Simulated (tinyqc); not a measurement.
## AlGaN/GaN HEMT with access regions, lumped model: effect of the share of the drain-access electrons removed by traps

A polarisation-induced electron sheet under a Schottky gate, in series with two ungated access regions and contacts. Drift law v = mu E/(1 + mu E/vs) under the gate. Currents in mA/mm, resistances in ohm mm. No self-heating, no channel-length modulation; fits for polarisation, barrier and offset are chosen for the exercise.

sigma = (5e13 x + 1.6e13 x^2) cm^-2, phiB = 0.84 + 1.3 x, dEc = 0.7 (1.71 x + x^2) in volts, Cb = eps0 eps_r/d, VT = phiB - dEc - q sigma/Cb, access density n0 = -Cb VT/q. Access resistance R(L, n) = L/(q mu n sqrt(1 - (I/(q n vs))^2)); Rs = Rc + R(Ls, n0), Rd = Rc + R(Ld, (1 - ft) n0). Vg' = Vg - I Rs, Vd' = Vd - I (Rs + Rd); with u = Vg' - VT, Vc = vs Lg/mu and w the smaller of Vd' and Vc [sqrt(1 + 2 u/Vc) - 1] (0 if negative), the channel gives (mu Cb/Lg)(u w - w^2/2)/(1 + w/Vc). I equals that channel current. Isat is I at Vd = 10 V, gm = dIsat/dVg, Ron the limit of Vd/I at small Vd.

Values chosen for this exercise; values close to those of AlGaN/GaN structures:

| symbol | value | unit | meaning |
|---|---|---|---|
| x | 0.31 |  | aluminium share of the barrier |
| d | 12 | nm | barrier thickness |
| eps_r | 9.4 |  | relative permittivity of barrier and channel |
| mu | 1300 | cm^2/(V s) | channel mobility |
| vs | 1.2e7 | cm/s | saturation velocity |
| Lg | 0.5 | um | gate length |
| Ls | 2 | um | source access length |
| Ld | 1.5 | um | drain access length |
| Rc | 0.33 | ohm mm | resistance of each contact |
| Vg | 0.5 | V | gate voltage |

Constants: q = 1.602176634e-19 C, eps0 = 8.8541878128e-14 F/cm where lengths are in cm. Results are converted to the units shown.

The same in every row: VT (V) = -3.131; n0 (cm^-2) = 1.355e13.

Effect of the share of the drain-access electrons removed by traps:
```
ft,Ron (ohm mm),Isat (mA/mm),gm (mS/mm)
0,2.052,1094,335.3
0.1,2.112,1094,335.3
0.2,2.185,1094,335.3
0.3,2.280,1094,335.3
0.4,2.407,1094,335.3
0.5,2.584,1094,335.3
0.6,2.849,1027,3.205
0.7,3.292,772.0,0.3292
```

As ft goes from 0 to 0.7, Ron rises from 2.05 to 3.29 ohm mm, Isat falls from 1090 to 772 mA/mm and gm falls from 335 to 0.329 mS/mm. The ceiling Cb vs is 832 mS/mm. In every row the power passes 5 W/mm, where self-heating, left out here, lowers the current. For ft = 0.6 to 0.7 the gated channel is not yet saturated at 10 V, because the access regions take the voltage, and gm drops.

tinyqc, about 0.02 s, one thread, Intel Xeon 2.30GHz (shared host): `OMP_NUM_THREADS=1 python tinyqc.py 2570059 2570060 out.jsonl`
